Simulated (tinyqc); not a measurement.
What moves the results: gated graphene: carriers, quantum capacitance and optical conductivity. A value that a table varies takes the place of the one given here.

Cones E = +/- hv |k|, four flavours, D(E) = 2|E|/(pi hv^2). n = (2/pi)(kT/hv)^2 F_1(mu/kT), p = (2/pi)(kT/hv)^2 F_1(-mu/kT), in 1/angstrom^2 (1e16 for 1/cm^2); F_1(eta) = integral_0^infinity x dx/(1 + exp(x - eta)). Cq/e^2 = d(n - p)/d mu = (2 kT/(pi hv^2)) ln(2 + 2 cosh(mu/kT)).

Gate: V = mu/e + e (n - p)/Cox with Cox/e^2 = k/(4 pi e2 t), t in angstrom, e2 = e^2/(4 pi eps0); 1/(eV angstrom^2) in C/e^2 equals 1602.176634 microfarad/cm^2; total 1/C = 1/Cox + 1/Cq.

Conductivity over sigma0 = e^2/(4 hbar): interband Re = sinh(E/2kT)/(cosh(mu/kT) + cosh(E/2kT)); intraband Re = (8 kT/pi) ln(2 cosh(mu/2kT)) Gm/(E^2 + Gm^2). A free sheet absorbs about pi alpha_f Re(sigma/sigma0), alpha_f the fine-structure constant (alpha among the constants).

Constants: kB = 8.617333262e-05 eV/K; e^2/(4 pi eps0) = 14.39964547 eV angstrom; fine-structure constant alpha = 0.007297352564.

Values chosen for the exercise (Fermi velocity near that of graphene, gate dielectric near HfO2; shifted at random, so the results belong to these values and not to a real crystal):
- hv = 6.21 eV angstrom (hbar vF)
- T = 77 K
- k = 18.4 (dielectric constant of the gate layer)
- t = 10 nm (its thickness)
- Gm = 2 meV (intraband damping)
- V = -0.52 V (gate voltage from the neutrality point)

## Gate sweep

Results:
```
V (V),mu (eV),n - p (1/cm^2),n + p (1/cm^2),Cq (microfarad/cm^2),C/Cox,Cox V/e (1/cm^2)
0,0.0000,0,1.20e+10,0.243,0.130,0
0.016,0.0135,2.52e+10,2.70e+10,0.401,0.197,1.63e+11
0.042,0.0323,9.82e+10,9.83e+10,0.858,0.345,4.27e+11
0.10,0.0648,3.58e+11,3.58e+11,1.71,0.513,1.02e+12
0.21,0.1102,1.01e+12,1.01e+12,2.92,0.641,2.14e+12
0.36,0.1575,2.06e+12,2.06e+12,4.17,0.719,3.66e+12
0.52,0.1986,3.27e+12,3.27e+12,5.25,0.763,5.29e+12
0.78,0.2542,5.35e+12,5.35e+12,6.72,0.805,7.93e+12
1.1,0.3114,8.02e+12,8.02e+12,8.24,0.835,1.12e+13
```

At neutrality n + p = 1.20e+10 1/cm^2 of thermal carriers remain and C/Cox = 0.130; at the last row C/Cox = 0.835 and the plain capacitor rule overstates n - p by 39.5 %. Between the last two rows mu goes as V^0.59; for |mu| well above kT the limits are 1/2 where Cox is small against Cq and 1 where it is large.

## Absorption spectrum

mu = -0.19861 eV

Results:
```
E (eV),interband,intraband,absorption (%)
0.040,0.0000,0.3153,0.723
0.079,0.0000,0.0810,0.186
0.139,0.0000,0.0262,0.060
0.199,0.0000,0.0128,0.029
0.278,0.0001,0.0065,0.015
0.338,0.0114,0.0044,0.036
0.397,0.4957,0.0032,1.144
0.457,0.9891,0.0024,2.273
0.516,0.9999,0.0019,2.297
0.636,1.0000,0.0013,2.295
0.794,1.0000,0.0008,2.294
1.192,1.0000,0.0004,2.293
```

The edge lies at 2|mu| = 0.397 eV and, for |mu| above about 3 kT (here 29.9), rises from 10 % to 90 % over about 8.8 kT = 0.058 eV. The absorption is lowest, 0.015 %, at 0.278 eV of those listed, between the Drude tail and the edge; at the last row it is 2.293 % against pi alpha_f = 2.293 %. The thin-sheet formula fails where the absorption is large, and trigonal warping matters above about 1.5 eV.

## What moves the Fermi level

All results formed anew. Each row changes one parameter from the base and keeps the others.

Results:
```
case,mu (eV),n - p (1/cm^2),C/Cox
base,-0.1986,-3.268e+12,0.7633
V = -0.676 V,-0.2332,-4.502e+12,0.7911
t = 7 nm,-0.2268,-4.259e+12,0.7205
k = 22.08,-0.2128,-3.749e+12,0.7422
hv = 6.83 eV angstrom,-0.2134,-3.118e+12,0.7412
T = 177 K,-0.1974,-3.280e+12,0.7622
```

The largest shifts from the base row, up to three for each result and ties (the steps differ in size, so this ranks the rows, not the parameters). mu (eV): V -0.0346, t -0.0282, hv -0.0148. n - p (1/cm^2): V -1.23e+12, t -9.91e+11, k -4.81e+11. C/Cox: t -0.0428, V +0.0278, hv -0.0221.

Program tinyqc; command `OMP_NUM_THREADS=1 python tinyqc.py 1680240 1680241 out.jsonl`; about 0.01 s on one thread of a shared Intel(R) Xeon(R) Processor @ 2.30GHz.
